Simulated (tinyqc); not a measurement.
RHF in the sto-6g basis, for BeH2, spin multiplicity 1, step by step (part 1 of 2). Computed by tinyqc, a small Python program that keeps every step (integrals from PySCF). Settings: charge = 0, multiplicity = 1, basis = sto-6g, energy threshold = 1e-10, iteration cap = 84, orthogonalisation = symmetric, start = core, DIIS depth = 0, method = RHF. Command: `OMP_NUM_THREADS=1 python tinyqc.py 20065 20066 out.jsonl` (the two numbers bound the seeds that draw the settings). One thread of a shared host (Intel(R) Xeon(R) Processor @ 2.60GHz), about 0.1 s of CPU time with the checks. Later iterations appear only in the table of the cycle.

## One-electron integrals

Geometry (angstrom):
```
atom         x          y         z
Be    0.000000   0.000000  0.000000
H     0.000000   1.665000  0.123000
H     0.000000  -1.665000  0.123000
```

Basis sto-6g: exponents (1/bohr^2) and contraction coefficients of normalised primitives:
```
element  l (shell)    exponent  coefficient
Be           s (1)  312.870494     0.009164
Be           s (1)   57.364463     0.049361
Be           s (1)   16.048509     0.168538
Be           s (1)    5.513096     0.370563
Be           s (1)    2.140897     0.416492
Be           s (1)    0.881739     0.130334
Be           s (2)   13.633247    -0.013253
Be           s (2)    2.698375    -0.046992
Be           s (2)    0.838653    -0.033785
Be           s (2)    0.322660     0.250242
Be           s (2)    0.140131     0.595117
Be           s (2)    0.064233     0.240706
Be           p (3)   13.633247     0.003760
Be           p (3)    2.698375     0.037679
Be           p (3)    0.838653     0.173897
Be           p (3)    0.322660     0.418036
Be           p (3)    0.140131     0.425860
Be           p (3)    0.064233     0.101708
H            s (1)   35.523221     0.009164
H            s (1)    6.513144     0.049361
H            s (1)    1.822143     0.168538
H            s (1)    0.625955     0.370563
H            s (1)    0.243077     0.416492
H            s (1)    0.100112     0.130334
```

Overlap, kinetic and nuclear-attraction integrals over the contracted functions; the nuclear repulsion is the sum of Za Zb / Rab.

nuclear repulsion = 2.69459564 hartree

overlap S, order 1Be 1s, 1Be 2s, 1Be 2px, 1Be 2py, 1Be 2pz, 2H 1s, 3H 1s:
```
[[1.000000, 0.254764, 0.000000, 0.000000, 0.000000, 0.034525, 0.034525],
 [0.254764, 1.000000, 0.000000, 0.000000, 0.000000, 0.336244, 0.336244],
 [0.000000, 0.000000, 1.000000, 0.000000, 0.000000, 0.000000, 0.000000],
 [0.000000, 0.000000, 0.000000, 1.000000, 0.000000, 0.418723, -0.418723],
 [0.000000, 0.000000, 0.000000, 0.000000, 1.000000, 0.030933, 0.030933],
 [0.034525, 0.336244, 0.000000, 0.418723, 0.030933, 1.000000, 0.011849],
 [0.034525, 0.336244, 0.000000, -0.418723, 0.030933, 0.011849, 1.000000]]
```

kinetic energy T (hartree), order 1Be 1s, 1Be 2s, 1Be 2px, 1Be 2py, 1Be 2pz, 2H 1s, 3H 1s:
```
[[6.768753, -0.207382, 0.000000, 0.000000, 0.000000, -0.010935, -0.010935],
 [-0.207382, 0.220121, 0.000000, 0.000000, 0.000000, 0.028400, 0.028400],
 [0.000000, 0.000000, 0.661265, 0.000000, 0.000000, 0.000000, 0.000000],
 [0.000000, 0.000000, 0.000000, 0.661265, 0.000000, 0.101275, -0.101275],
 [0.000000, 0.000000, 0.000000, 0.000000, 0.661265, 0.007482, 0.007482],
 [-0.010935, 0.028400, 0.000000, 0.101275, 0.007482, 0.768522, -0.003586],
 [-0.010935, 0.028400, 0.000000, -0.101275, 0.007482, -0.003586, 0.768522]]
```

nuclear attraction V (hartree), order 1Be 1s, 1Be 2s, 1Be 2px, 1Be 2py, 1Be 2pz, 2H 1s, 3H 1s:
```
[[-15.348712, -1.812234, 0.000000, 0.000000, -0.001799, -0.265290, -0.265290],
 [-1.812234, -2.918113, 0.000000, 0.000000, -0.016466, -0.878619, -0.878619],
 [0.000000, 0.000000, -2.863799, 0.000000, 0.000000, 0.000000, 0.000000],
 [0.000000, 0.000000, 0.000000, -3.025572, 0.000000, -1.070445, 1.070445],
 [-0.001799, -0.016466, 0.000000, 0.000000, -2.864682, -0.080277, -0.080277],
 [-0.265290, -0.878619, 0.000000, -1.070445, -0.080277, -2.663828, -0.034800],
 [-0.265290, -0.878619, 0.000000, 1.070445, -0.080277, -0.034800, -2.663828]]
```

core Hamiltonian H = T + V (hartree), order 1Be 1s, 1Be 2s, 1Be 2px, 1Be 2py, 1Be 2pz, 2H 1s, 3H 1s:
```
[[-8.579959, -2.019616, 0.000000, 0.000000, -0.001799, -0.276225, -0.276225],
 [-2.019616, -2.697992, 0.000000, 0.000000, -0.016466, -0.850219, -0.850219],
 [0.000000, 0.000000, -2.202534, 0.000000, 0.000000, 0.000000, 0.000000],
 [0.000000, 0.000000, 0.000000, -2.364307, 0.000000, -0.969170, 0.969170],
 [-0.001799, -0.016466, 0.000000, 0.000000, -2.203417, -0.072795, -0.072795],
 [-0.276225, -0.850219, 0.000000, -0.969170, -0.072795, -1.895305, -0.038386],
 [-0.276225, -0.850219, 0.000000, 0.969170, -0.072795, -0.038386, -1.895305]]
```

## Two-electron integrals

Functions are numbered as in S; the eight-fold symmetry (ij|kl) = (ji|kl) = (kl|ij) leaves the list below.

Two-electron integrals (ij|kl) in chemists' order, unique and non-zero (hartree):
```
(11|11) 2.299996    (21|11) 0.361879    (21|21) 0.071926    (22|11) 0.570332
(22|21) 0.139654    (22|22) 0.417773    (31|31) 0.015252    (32|31) 0.022555
(32|32) 0.092340    (33|11) 0.570332    (33|21) 0.139654    (33|22) 0.417773
(33|33) 0.450117    (41|41) 0.015252    (42|41) 0.022555    (42|42) 0.092340
(43|43) 0.024258    (44|11) 0.570332    (44|21) 0.139654    (44|22) 0.417773
(44|33) 0.401601    (44|44) 0.450117    (51|51) 0.015252    (52|51) 0.022555
(52|52) 0.092340    (53|53) 0.024258    (54|54) 0.024258    (55|11) 0.570332
(55|21) 0.139654    (55|22) 0.417773    (55|33) 0.401601    (55|44) 0.401601
(55|55) 0.450117    (61|11) 0.049951    (61|21) 0.009663    (61|22) 0.018769
(61|33) 0.018614    (61|41) 0.000959    (61|42) 0.001887    (61|44) 0.019077
(61|51) 0.000071    (61|52) 0.000139    (61|54) 0.000034    (61|55) 0.018616
(61|61) 0.001374    (62|11) 0.144890    (62|21) 0.036189    (62|22) 0.120978
(62|33) 0.116149    (62|41) 0.004963    (62|42) 0.031340    (62|44) 0.130556
(62|51) 0.000367    (62|52) 0.002315    (62|54) 0.001064    (62|55) 0.116228
(62|61) 0.005418    (62|62) 0.056395    (63|31) 0.003144    (63|32) 0.015102
(63|43) 0.005151    (63|53) 0.000380    (63|63) 0.004571    (64|11) 0.164208
(64|21) 0.041463    (64|22) 0.144422    (64|33) 0.136005    (64|41) 0.007929
(64|42) 0.048564    (64|44) 0.161174    (64|51) 0.000353    (64|52) 0.002472
(64|54) 0.001479    (64|55) 0.136086    (64|61) 0.006464    (64|62) 0.076048
(64|64) 0.105001    (65|11) 0.012131    (65|21) 0.003063    (65|22) 0.010669
(65|33) 0.010047    (65|41) 0.000353    (65|42) 0.002472    (65|44) 0.011146
(65|51) 0.003170    (65|52) 0.015284    (65|54) 0.005232    (65|55) 0.010814
(65|61) 0.000477    (65|62) 0.005618    (65|64) 0.007419    (65|65) 0.005120
(66|11) 0.316210    (66|21) 0.080424    (66|22) 0.301275    (66|33) 0.280409
(66|41) 0.011820    (66|42) 0.099110    (66|44) 0.342668    (66|51) 0.000873
(66|52) 0.007322    (66|54) 0.004599    (66|55) 0.280749    (66|61) 0.012325
(66|62) 0.185654    (66|64) 0.264028    (66|65) 0.019505    (66|66) 0.774999
(71|11) 0.049951    (71|21) 0.009663    (71|22) 0.018769    (71|33) 0.018614
(71|41) -0.000959   (71|42) -0.001887   (71|44) 0.019077    (71|51) 0.000071
(71|52) 0.000139    (71|54) -0.000034   (71|55) 0.018616    (71|61) 0.001242
(71|62) 0.004473    (71|64) 0.004965    (71|65) 0.000398    (71|66) 0.009892
(71|71) 0.001374    (72|11) 0.144890    (72|21) 0.036189    (72|22) 0.120978
(72|33) 0.116149    (72|41) -0.004963   (72|42) -0.031340   (72|44) 0.130556
(72|51) 0.000367    (72|52) 0.002315    (72|54) -0.001064   (72|55) 0.116228
(72|61) 0.004473    (72|62) 0.027013    (72|64) 0.029950    (72|65) 0.002655
(72|66) 0.064768    (72|71) 0.005418    (72|72) 0.056395    (73|31) 0.003144
(73|32) 0.015102    (73|43) -0.005151   (73|53) 0.000380    (73|63) 0.001627
(73|73) 0.004571    (74|11) -0.164208   (74|21) -0.041463   (74|22) -0.144422
(74|33) -0.136005   (74|41) 0.007929    (74|42) 0.048564    (74|44) -0.161174
(74|51) -0.000353   (74|52) -0.002472   (74|54) 0.001479    (74|55) -0.136086
(74|61) -0.004965   (74|62) -0.029950   (74|64) -0.032461   (74|65) -0.002907
(74|66) -0.071686   (74|71) -0.006464   (74|72) -0.076048   (74|74) 0.105001
(75|11) 0.012131    (75|21) 0.003063    (75|22) 0.010669    (75|33) 0.010047
(75|41) -0.000353   (75|42) -0.002472   (75|44) 0.011146    (75|51) 0.003170
(75|52) 0.015284    (75|54) -0.005232   (75|55) 0.010814    (75|61) 0.000398
(75|62) 0.002655    (75|64) 0.002907    (75|65) 0.001884    (75|66) 0.006467
(75|71) 0.000477    (75|72) 0.005618    (75|74) -0.007419   (75|75) 0.005120
(76|11) 0.006364    (76|21) 0.001551    (76|22) 0.004758    (76|33) 0.004659
(76|44) 0.004948    (76|51) 0.000031    (76|52) 0.000160    (76|55) 0.004668
(76|61) 0.000210    (76|62) 0.001489    (76|64) 0.001831    (76|65) 0.000161
(76|66) 0.004030    (76|71) 0.000210    (76|72) 0.001489    (76|74) -0.001831
(76|75) 0.000161    (76|76) 0.000056    (77|11) 0.316210    (77|21) 0.080424
(77|22) 0.301275    (77|33) 0.280409    (77|41) -0.011820   (77|42) -0.099110
(77|44) 0.342668    (77|51) 0.000873    (77|52) 0.007322    (77|54) -0.004599
(77|55) 0.280749    (77|61) 0.009892    (77|62) 0.064768    (77|64) 0.071686
(77|65) 0.006467    (77|66) 0.158909    (77|71) 0.012325    (77|72) 0.185654
(77|74) -0.264028   (77|75) 0.019505    (77|76) 0.004030    (77|77) 0.774999
```

## Orthogonalisation

S = U s U^T; symmetric (Loewdin) form X = U s^(-1/2) U^T, so that X^T S X = 1.

eigenvalues of S: [0.401882, 0.482951, 0.953135, 1.000000, 1.009045, 1.566718, 1.586268]

X, order 1Be 1s, 1Be 2s, 1Be 2px, 1Be 2py, 1Be 2pz, 2H 1s, 3H 1s:
```
[[1.027242, -0.145326, 0.000000, 0.000000, -0.001113, 0.019357, 0.019357],
 [-0.145326, 1.132675, 0.000000, 0.000000, 0.009585, -0.200479, -0.200479],
 [0.000000, 0.000000, 1.000000, 0.000000, 0.000000, 0.000000, 0.000000],
 [0.000000, 0.000000, 0.000000, 1.181789, 0.000000, -0.276977, 0.276977],
 [-0.001113, 0.009585, 0.000000, 0.000000, 1.000858, -0.018021, -0.018021],
 [0.019357, -0.200479, 0.000000, -0.276977, -0.018021, 1.143265, -0.046362],
 [0.019357, -0.200479, 0.000000, 0.276977, -0.018021, -0.046362, 1.143265]]
```

## Starting guess

The start is the orbitals of the core Hamiltonian; D = 2 C_occ C_occ^T.

D at the start, order 1Be 1s, 1Be 2s, 1Be 2px, 1Be 2py, 1Be 2pz, 2H 1s, 3H 1s:
```
[[2.139528, -0.543256, 0.000000, 0.000000, -0.044311, 0.007968, 0.007968],
 [-0.543256, 2.080181, 0.000000, 0.000000, 0.191599, 0.027541, 0.027541],
 [0.000000, 0.000000, 0.000000, 0.000000, 0.000000, 0.000000, 0.000000],
 [0.000000, 0.000000, 0.000000, 2.153530, 0.000000, -0.096799, 0.096799],
 [-0.044311, 0.191599, 0.000000, 0.000000, 0.017664, 0.002580, 0.002580],
 [0.007968, 0.027541, 0.000000, -0.096799, 0.002580, 0.004831, -0.003871],
 [0.007968, 0.027541, 0.000000, 0.096799, 0.002580, -0.003871, 0.004831]]
```

## Iteration 1: building the Fock matrix

J_ij = sum D_kl (ij|kl), K_ij = sum D_kl (ik|jl); F = H + J - 0.5 K; E = tr D H + tr D J / 2 - 0.25 tr D K + E_nn.

Coulomb J (hartree), order 1Be 1s, 1Be 2s, 1Be 2px, 1Be 2py, 1Be 2pz, 2H 1s, 3H 1s:
```
[[6.909516, 1.278859, 0.000000, 0.000000, 0.007238, 0.175358, 0.175358],
 [1.278859, 2.805605, 0.000000, 0.000000, 0.032915, 0.791867, 0.791867],
 [0.000000, 0.000000, 2.773008, 0.000000, 0.000000, 0.000000, 0.000000],
 [0.000000, 0.000000, 0.000000, 2.869955, 0.000000, 0.938182, -0.938182],
 [0.007238, 0.032915, 0.000000, 0.000000, 2.773853, 0.073219, 0.073219],
 [0.175358, 0.791867, 0.000000, 0.938182, 0.073219, 1.915265, 0.032126],
 [0.175358, 0.791867, 0.000000, -0.938182, 0.073219, 0.032126, 1.915265]]
```

exchange K (hartree), order 1Be 1s, 1Be 2s, 1Be 2px, 1Be 2py, 1Be 2pz, 2H 1s, 3H 1s:
```
[[4.712741, 0.769000, 0.000000, 0.000000, 0.005541, 0.119294, 0.119294],
 [0.769000, 1.074390, 0.000000, 0.000000, 0.091347, 0.347765, 0.347765],
 [0.000000, 0.000000, 0.252682, 0.000000, 0.000000, 0.000000, 0.000000],
 [0.000000, 0.000000, 0.000000, 1.114454, 0.000000, 0.371037, -0.371037],
 [0.005541, 0.091347, 0.000000, 0.000000, 0.260305, 0.032691, 0.032691],
 [0.119294, 0.347765, 0.000000, 0.371037, 0.032691, 0.306250, 0.001891],
 [0.119294, 0.347765, 0.000000, -0.371037, 0.032691, 0.001891, 0.306250]]
```

Fock matrix F (hartree), order 1Be 1s, 1Be 2s, 1Be 2px, 1Be 2py, 1Be 2pz, 2H 1s, 3H 1s:
```
[[-4.026814, -1.125256, 0.000000, 0.000000, 0.002668, -0.160514, -0.160514],
 [-1.125256, -0.429582, 0.000000, 0.000000, -0.029224, -0.232235, -0.232235],
 [0.000000, 0.000000, 0.444133, 0.000000, 0.000000, 0.000000, 0.000000],
 [0.000000, 0.000000, 0.000000, -0.051579, 0.000000, -0.216506, 0.216506],
 [0.002668, -0.029224, 0.000000, 0.000000, 0.440284, -0.015921, -0.015921],
 [-0.160514, -0.232235, 0.000000, -0.216506, -0.015921, -0.133165, -0.007205],
 [-0.160514, -0.232235, 0.000000, 0.216506, -0.015921, -0.007205, -0.133165]]
```

total energy of this density = -14.80898629 hartree

## Iteration 1: diagonalisation and new density

Diagonalise F' = X^T F X, C = X C', fill 3 alpha and 3 beta electrons from the bottom; D = 2 C_occ C_occ^T. Each column has its largest component positive (the first on a tie).

F' = X^T F X (hartree):
```
[[-3.932577, -0.616707, 0.000000, 0.000000, 0.004572, -0.002922, -0.002922],
 [-0.616707, -0.085256, 0.000000, 0.000000, -0.016785, -0.197781, -0.197781],
 [0.000000, 0.000000, 0.444133, 0.000000, 0.000000, 0.000000, 0.000000],
 [0.000000, 0.000000, 0.000000, 0.192111, 0.000000, -0.279215, 0.279215],
 [0.004572, -0.016785, 0.000000, 0.000000, 0.441657, -0.020095, -0.020095],
 [-0.002922, -0.197781, 0.000000, -0.279215, -0.020095, 0.050985, -0.048195],
 [-0.002922, -0.197781, 0.000000, 0.279215, -0.020095, -0.048195, 0.050985]]
```

orbital energies (hartree): [-4.029573, -0.269926, -0.251949, 0.282617, 0.443496, 0.444133, 0.543239]

coefficients C, order 1Be 1s, 1Be 2s, 1Be 2px, 1Be 2py, 1Be 2pz, 2H 1s, 3H 1s:
```
[[0.992467, -0.201300, 0.000000, -0.227110, -0.002400, 0.000000, 0.000000],
 [0.028986, 0.598438, 0.000000, 1.012249, 0.030521, 0.000000, 0.000000],
 [0.000000, 0.000000, 0.000000, 0.000000, 0.000000, 1.000000, 0.000000],
 [0.000000, 0.000000, 0.492590, 0.000000, 0.000000, 0.000000, 1.143421],
 [-0.000264, 0.034132, 0.000000, -0.022834, 1.000386, 0.000000, 0.000000],
 [-0.002865, 0.410428, 0.444558, -0.684995, -0.069372, 0.000000, -0.765957],
 [-0.002865, 0.410428, -0.444558, -0.684995, -0.069372, 0.000000, 0.765957]]
```

D after iteration 1, order 1Be 1s, 1Be 2s, 1Be 2px, 1Be 2py, 1Be 2pz, 2H 1s, 3H 1s:
```
[[2.051023, -0.183396, 0.000000, 0.000000, -0.014265, -0.170926, -0.170926],
 [-0.183396, 0.717936, 0.000000, 0.000000, 0.040837, 0.491065, 0.491065],
 [0.000000, 0.000000, 0.000000, 0.000000, 0.000000, 0.000000, 0.000000],
 [0.000000, 0.000000, 0.000000, 0.485290, 0.000000, 0.437969, -0.437969],
 [-0.014265, 0.040837, 0.000000, 0.000000, 0.002330, 0.028019, 0.028019],
 [-0.170926, 0.491065, 0.000000, 0.437969, 0.028019, 0.732182, -0.058344],
 [-0.170926, 0.491065, 0.000000, -0.437969, 0.028019, -0.058344, 0.732182]]
```

## Iteration 2: building the Fock matrix

As before.

Coulomb J (hartree), order 1Be 1s, 1Be 2s, 1Be 2px, 1Be 2py, 1Be 2pz, 2H 1s, 3H 1s:
```
[[6.273961, 1.139250, 0.000000, 0.000000, 0.004328, 0.156814, 0.156814],
 [1.139250, 2.541814, 0.000000, 0.000000, 0.028097, 0.789587, 0.789587],
 [0.000000, 0.000000, 2.479192, 0.000000, 0.000000, 0.000000, 0.000000],
 [0.000000, 0.000000, 0.000000, 2.666071, 0.000000, 0.970770, -0.970770],
 [0.004328, 0.028097, 0.000000, 0.000000, 2.480183, 0.074270, 0.074270],
 [0.156814, 0.789587, 0.000000, 0.970770, 0.074270, 2.220063, 0.030227],
 [0.156814, 0.789587, 0.000000, -0.970770, 0.074270, 0.030227, 2.220063]]
```

exchange K (hartree), order 1Be 1s, 1Be 2s, 1Be 2px, 1Be 2py, 1Be 2pz, 2H 1s, 3H 1s:
```
[[4.632070, 0.750280, 0.000000, 0.000000, -0.000542, 0.107909, 0.107909],
 [0.750280, 0.788744, 0.000000, 0.000000, 0.048482, 0.493418, 0.493418],
 [0.000000, 0.000000, 0.144216, 0.000000, 0.000000, 0.000000, 0.000000],
 [0.000000, 0.000000, 0.000000, 0.837840, 0.000000, 0.575031, -0.575031],
 [-0.000542, 0.048482, 0.000000, 0.000000, 0.147633, 0.041145, 0.041145],
 [0.107909, 0.493418, 0.000000, 0.575031, 0.041145, 1.070028, 0.002187],
 [0.107909, 0.493418, 0.000000, -0.575031, 0.041145, 0.002187, 1.070028]]
```

Fock matrix F (hartree), order 1Be 1s, 1Be 2s, 1Be 2px, 1Be 2py, 1Be 2pz, 2H 1s, 3H 1s:
```
[[-4.622033, -1.255506, 0.000000, 0.000000, 0.002800, -0.173366, -0.173366],
 [-1.255506, -0.550550, 0.000000, 0.000000, -0.012609, -0.307341, -0.307341],
 [0.000000, 0.000000, 0.204550, 0.000000, 0.000000, 0.000000, 0.000000],
 [0.000000, 0.000000, 0.000000, -0.117156, 0.000000, -0.285915, 0.285915],
 [0.002800, -0.012609, 0.000000, 0.000000, 0.202949, -0.019098, -0.019098],
 [-0.173366, -0.307341, 0.000000, -0.285915, -0.019098, -0.210256, -0.009253],
 [-0.173366, -0.307341, 0.000000, 0.285915, -0.019098, -0.009253, -0.210256]]
```

total energy of this density = -15.64190616 hartree

## Iteration 2: diagonalisation and new density

As before.

F' = X^T F X (hartree):
```
[[-4.524565, -0.663971, 0.000000, 0.000000, 0.002087, 0.005338, 0.005338],
 [-0.663971, -0.149420, 0.000000, 0.000000, 0.002678, -0.255475, -0.255475],
 [0.000000, 0.000000, 0.204550, 0.000000, 0.000000, 0.000000, 0.000000],
 [0.000000, 0.000000, 0.000000, 0.179888, 0.000000, -0.341253, 0.341253],
 [0.002087, 0.002678, 0.000000, 0.000000, 0.204454, -0.022189, -0.022189],
 [0.005338, -0.255475, 0.000000, -0.341253, -0.022189, 0.019565, -0.054831],
 [0.005338, -0.255475, 0.000000, 0.341253, -0.022189, -0.054831, 0.019565]]
```

orbital energies (hartree): [-4.623566, -0.402083, -0.358337, 0.200119, 0.204550, 0.320734, 0.612621]

coefficients C, order 1Be 1s, 1Be 2s, 1Be 2px, 1Be 2py, 1Be 2pz, 2H 1s, 3H 1s:
```
[[0.994770, -0.198636, 0.000000, 0.050550, 0.000000, -0.213349, 0.000000],
 [0.020592, 0.616789, 0.000000, -0.215112, 0.000000, 0.978479, 0.000000],
 [0.000000, 0.000000, 0.000000, 0.000000, 1.000000, 0.000000, 0.000000],
 [0.000000, 0.000000, 0.497315, 0.000000, 0.000000, 0.000000, 1.141374],
 [-0.000385, 0.022547, 0.000000, 0.974547, 0.000000, 0.228493, 0.000000],
 [-0.002685, 0.398459, 0.441386, 0.110972, 0.000000, -0.686585, -0.767789],
 [-0.002685, 0.398459, -0.441386, 0.110972, 0.000000, -0.686585, 0.767789]]
```

D after iteration 2, order 1Be 1s, 1Be 2s, 1Be 2px, 1Be 2py, 1Be 2pz, 2H 1s, 3H 1s:
```
[[2.058046, -0.204064, 0.000000, 0.000000, -0.009724, -0.163638, -0.163638],
 [-0.204064, 0.761707, 0.000000, 0.000000, 0.027797, 0.491420, 0.491420],
 [0.000000, 0.000000, 0.000000, 0.000000, 0.000000, 0.000000, 0.000000],
 [0.000000, 0.000000, 0.000000, 0.494645, 0.000000, 0.439016, -0.439016],
 [-0.009724, 0.027797, 0.000000, 0.000000, 0.001017, 0.017970, 0.017970],
 [-0.163638, 0.491420, 0.000000, 0.439016, 0.017970, 0.707196, -0.072089],
 [-0.163638, 0.491420, 0.000000, -0.439016, 0.017970, -0.072089, 0.707196]]
```
